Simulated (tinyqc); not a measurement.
Inside a calculation. Method: Pariser-Parr-Pople SCF with singles CI, for the molecule ClC1=C2C=CC=C2C=C1 (SMILES; centres numbered as the heavy atoms are written). One step of it, computed by the program tinyqc.

Question. Iteration 2: Fock matrix. F_rr = H_rr + P_rr gamma_rr / 2 + sum_(s != r) P_ss gamma_rs; F_rs = H_rs - P_rs gamma_rs / 2; E = tr P (H + F) / 2 + core repulsion sum_(r<s) z_r z_s gamma_rs.

P after iteration 1, lower triangle:
```
,1Cl,2C,3C,4C,5C,6C,7C,8C,9C
1Cl,1.886042
2C,0.314566,0.959778
3C,-0.107476,0.550868,1.177009
4C,-0.190585,0.305575,0.465240,0.869587
5C,0.042864,-0.109439,-0.200118,0.699753,1.128192
6C,0.191922,-0.362145,-0.098240,0.151894,0.614804,0.783382
7C,0.024012,-0.133633,0.546953,-0.175054,-0.182164,0.526604,1.152212
8C,-0.135268,0.087535,-0.117343,-0.305316,-0.044628,0.305698,0.527222,0.835275
9C,-0.102752,0.577886,-0.273106,-0.016044,0.163989,-0.060196,-0.200339,0.683017,1.208521
```

core matrix H (eV), lower triangle:
```
,1Cl,2C,3C,4C,5C,6C,7C,8C,9C
1Cl,-53.397150
2C,-1.590000,-50.597829
3C,0.000000,-2.390000,-51.190068
4C,0.000000,0.000000,-2.390000,-45.808186
5C,0.000000,0.000000,0.000000,-2.390000,-43.268108
6C,0.000000,0.000000,0.000000,0.000000,-2.390000,-44.338835
7C,0.000000,0.000000,-2.390000,0.000000,0.000000,-2.390000,-49.362240
8C,0.000000,0.000000,0.000000,0.000000,0.000000,0.000000,-2.390000,-45.476855
9C,0.000000,-2.390000,0.000000,0.000000,0.000000,0.000000,0.000000,-2.390000,-46.129528
```

repulsion gamma_rs (eV), lower triangle:
```
,1Cl,2C,3C,4C,5C,6C,7C,8C,9C
1Cl,13.000000
2C,5.554133,11.130000
3C,3.904211,5.344255,11.130000
4C,3.155957,3.639597,5.347337,11.130000
5C,2.473458,2.903749,4.046733,5.346287,11.130000
6C,2.424636,3.005828,4.045821,4.045804,5.344509,11.130000
7C,2.990297,4.045821,5.345691,4.046275,4.045534,5.344255,11.130000
8C,2.990291,4.045804,4.046275,3.006933,2.904040,3.639597,5.347337,11.130000
9C,3.904168,5.344509,4.045534,2.904040,2.570340,2.903749,4.046733,5.346287,11.130000
```

Centres (angstrom, eV; a flat drawing with bonds scaled to 1.40 angstrom):
```
centre,x,y,core charge z,W,gamma_rr
1Cl,-2.291000,-1.416000,2,26.000000,13.000000
2C,-1.379000,-0.355000,1,11.160000,11.130000
3C,0.017000,-0.469000,1,11.160000,11.130000
4C,1.078000,-1.381000,1,11.160000,11.130000
5C,2.274000,-0.654000,1,11.160000,11.130000
6C,1.952000,0.709000,1,11.160000,11.130000
7C,0.556000,0.823000,1,11.160000,11.130000
8C,-0.505000,1.735000,1,11.160000,11.130000
9C,-1.701000,1.008000,1,11.160000,11.130000
```

Give: F; pi energy.

Answer.

F (eV), lower triangle:
```
,1Cl,2C,3C,4C,5C,6C,7C,8C,9C
1Cl,-13.116
2C,-2.464,-5.195
3C,0.210,-3.862,-5.334
4C,0.301,-0.556,-3.634,-5.345
5C,-0.053,0.159,0.405,-4.261,-5.746
6C,-0.233,0.544,0.199,-0.307,-4.033,-5.505
7C,-0.036,0.270,-3.852,0.354,0.368,-3.797,-5.509
8C,0.202,-0.177,0.237,0.459,0.065,-0.556,-3.800,-5.178
9C,0.201,-3.934,0.552,0.023,-0.211,0.087,0.405,-4.216,-5.321
```

pi energy = -140.917 eV
